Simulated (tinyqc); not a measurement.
# Nanowire ballistic transistor, top-of-the-barrier model: what changes with what

At the top of the source barrier, states moving towards the drain are filled by the source (Fermi level 0) and states moving back by the drain (Fermi level -q Vd); nothing scatters. U is the shift of the band edge there, set by the capacitances CG, CD and CS (the total) and by the charge. Parabolic one-dimensional subbands; the source is grounded.

Parameters, values chosen for the exercise; mass and valleys made up:
```
symbol,value,unit,meaning
T,400,K,temperature
m,0.0977,m0,effective mass
gv,1,,valley degeneracy
eox,9,,relative permittivity of the gate insulator
tox,3.6,nm,insulator thickness
d,6,nm,wire diameter
dE,0.27,eV,offset of a second subband (0: none)
aG,0.9,,gate control CG/CS
aD,0.098,,drain control CD/CS
E0,0.25,eV,band edge at the barrier top above the source Fermi level at zero bias
```

Constants: q = 1.602176634e-19 C, kB = 1.380649e-23 J/K, hbar = 1.054571817e-34 J s, h = 6.62607015e-34 J s, m0 = 9.1093837015e-31 kg, Vt = kB T/q, eps0 = 8.8541878128e-14 F/cm where lengths are in cm. Results are converted to the units shown.

Each table varies one quantity; the others keep the values above.

## Effect of the drain control CD/CS

N0 = gv sqrt(2 m kB T/pi)/hbar, CG = 2 pi eps0 eox/ln(1 + 2 tox/d), CS = CG/aG, n0 = n at U = 0 and Vd = 0. eta1 = -(E0 + U)/Vt, eta2 = eta1 - Vd/Vt, n = (N0/2)[F_(-1/2)(eta1) + F_(-1/2)(eta2)], F_(-1/2)(x) = (1/sqrt(pi)) int_0^infinity u^(-1/2)/(1 + exp(u - x)) du. Each F is summed over the two subbands, F(eta) + F(eta - dE/Vt), which share the mass. U = UL + q (n - n0)/CS with UL = -(aG Vg + aD Vd), energies in eV. I = gv (2 q^2/h) Vt [ln(1 + exp eta1) - ln(1 + exp eta2)], summed over both subbands. CQ = (q/Vt) dn/d(eta1). E0 is held fixed.

In this table Vg = 0.7 V, Vd = 0.7 V.

Result of one run:
```
aD,eta1,n (cm^-1),I (uA),mean velocity I/(q n) (cm/s),CQ/CS
0.064,9.6358,4.0819e6,30.957,4.7335e7,0.33845
```

What becomes of these results when the drain control CD/CS aD is changed from 0.064 to 0.077, all else the same?

Result of the changed run:
```
aD,eta1,n (cm^-1),I (uA),mean velocity I/(q n) (cm/s),CQ/CS
0.077,9.8335,4.1825e6,31.944,4.7669e7,0.33189
```

The whole series:
```
aD,eta1,n (cm^-1),I (uA),mean velocity I/(q n) (cm/s),CQ/CS
0,8.6721,3.5718e6,26.361,4.6064e7,0.35251
0.013,8.8672,3.6764e6,27.257,4.6274e7,0.35307
0.026,9.0624,3.7808e6,28.172,4.6507e7,0.35160
0.039,9.2580,3.8848e6,29.107,4.6765e7,0.34839
0.051,9.4390,3.9799e6,29.986,4.7026e7,0.34415
0.064,9.6358,4.0819e6,30.957,4.7335e7,0.33845
0.077,9.8335,4.1825e6,31.944,4.7669e7,0.33189
0.09,10.032,4.2816e6,32.948,4.8029e7,0.32473
```

As aD goes from 0 to 0.09, n rises from 3.57e6 to 4.28e6 cm^-1, the mean velocity rises from 4.61e7 to 4.80e7 cm/s and the current rises from 26.4 to 32.9 uA. CQ/CS goes from 0.35 to 0.32. For aD = 0.013 to 0.09 the source Fermi level lies over 0.3 eV above the band edge, where a light band is no longer parabolic.

## Effect of the valley degeneracy

Same model as above.

CQ = (q/Vt) dn/d(eta1). E0 is held fixed.

In this table Vg = 0.7 V, Vd = 0.7 V.

Result of one run:
```
gv,eta1,n (cm^-1),I (uA),mean velocity I/(q n) (cm/s),CQ/CS
1,10.16,4.342e6,33.57,4.826e7,0.3201
```

What becomes of these results when the valley degeneracy gv is changed from 1 to 4, all else the same?

Result of the changed run:
```
gv,eta1,n (cm^-1),I (uA),mean velocity I/(q n) (cm/s),CQ/CS
4,6.363,1.010e7,70.20,4.337e7,0.8938
```

The whole series:
```
gv,eta1,n (cm^-1),I (uA),mean velocity I/(q n) (cm/s),CQ/CS
1,10.16,4.342e6,33.57,4.826e7,0.3201
2,8.459,6.917e6,50.82,4.586e7,0.6987
3,7.305,8.671e6,62.25,4.481e7,0.8665
4,6.363,1.010e7,70.20,4.337e7,0.8938
6,4.823,1.244e7,78.18,3.922e7,1.064
```

As gv goes from 1 to 6, n rises from 4.34e6 to 1.24e7 cm^-1, the mean velocity falls from 4.83e7 to 3.92e7 cm/s and the current rises from 33.6 to 78.2 uA. CQ/CS goes from 0.32 to 1.1. At gv = 1 the source Fermi level lies over 0.3 eV above the band edge, where a light band is no longer parabolic.

tinyqc, about 0.07 s, one thread, Intel Xeon 2.30GHz (shared host): `OMP_NUM_THREADS=1 python tinyqc.py 2400133 2400134 out.jsonl`
